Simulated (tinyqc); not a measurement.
Ground and coupling capacitance from two measurements.

Question. A line has Cg to the planes and Cc to each of two neighbours. Find Cg, Cc, the load when both neighbours switch in antiphase, and the pulse on the line when it floats and both neighbours swing by Vx.

Parameters, values chosen for the exercise: swing Vx = 1 V.

capacitance with neighbours driven alike and with neighbours grounded (aF/um): [89, 179]

Answer. Driven alike, Cc carries no charge, which leaves Cg; grounded neighbours give Cg + 2 Cc, antiphase Cg + 4 Cc; a floating line divides the swing as 2 Cc/(Cg + 2 Cc).

Cg = 89.00 aF/um
Cc = 45.00 aF/um
load in antiphase = 269.0 aF/um
pulse = 0.5028 V

Computed by the program tinyqc: `OMP_NUM_THREADS=1 python tinyqc.py 2790101 2790102 out.jsonl`, one thread of a shared Intel Xeon 2.30GHz, about 1 s for the whole run.
